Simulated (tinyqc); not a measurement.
Joint density of states against eps2: interband optics of a two-band s-p chain from momentum matrix elements.

H(k) = [[Es - 2 ts cos ka, 2i V sin ka], [-2i V sin ka, Ep_ + 2 tp cos ka]] in the basis s, p; the lower band is full, with two electrons a cell. The velocity operator times hbar is W = dH/dk (eV angstrom); intra-atomic dipoles are left out.

With w(k) = |<c|W|v>|^2 and D(k) = Ec - Ev, on the mesh k_j = (j + 1/2)/N (2 pi/a): eps(E) = 1 + (8 pi e2/(a Ar)) mean_j (w/D^2) [1/(D - E - i eta) + 1/(D + E + i eta)], e2 = e^2/(4 pi eps0); light polarised along the chains, no local fields.

Constants: e^2/(4 pi eps0) = 14.39964547 eV angstrom.

Values chosen for the exercise:
- a = 3.71 angstrom (period)
- Es = 2.75 eV (upper orbital (s))
- Ep_ = -1.63 eV (lower orbital (p))
- ts = 0.67 eV (s-s hopping)
- tp = 0.3 eV (p-p hopping)
- V = 1.47 eV (s-p hopping)
- Ar = 9.6 angstrom^2 (cross-section per chain)
- eta = 0.3 eV (Lorentzian half width)

Mesh of 2000 points. J(E) = mean of (eta/pi)/((E - D)^2 + eta^2). The fourth column is J times the constant (8 pi^2 e2/(a Ar)) mean(w/D^2). R = |(sqrt(eps) - 1)/(sqrt(eps) + 1)|^2.

Spectrum:
```
E (eV)  J (1/eV)    eps2  eps2 with constant element    eps1      R
1.84       0.020   6.881                       1.523  24.865  0.454
2.41       0.077  34.376                       5.869  24.513  0.578
2.98       0.086  23.897                       6.590  -8.163  0.636
3.54       0.077  10.517                       5.889  -7.892  0.627
4.11       0.076   5.165                       5.815  -4.617  0.573
4.68       0.081   2.962                       6.170  -1.579  0.396
5.25       0.093   2.355                       7.130   1.429  0.130
5.82       0.132   4.011                      10.043   5.447  0.222
6.39       0.291  14.710                      22.193   3.556  0.450
6.95       0.334  10.438                      25.510  -5.477  0.565
7.52       0.296   5.701                      22.614  -7.837  0.695
8.09       0.068   1.586                       5.166  -5.542  0.821
```

Transitions span 2.440 to 7.490 eV. Among the energies listed J peaks at 6.95 eV and eps2 at 2.41 eV. The ratio of eps2 to the constant-element value is 3.63 at 2.98 eV and 0.41 at 6.95 eV: w/D^2 is 19.982 angstrom^2 at the zone centre and 2.979 at the edge.

(tinyqc, `OMP_NUM_THREADS=1 python tinyqc.py 1681190 1681191 out.jsonl`, Intel(R) Xeon(R) Processor @ 2.30GHz, 1 thread, shared host, about 0.01 s.)
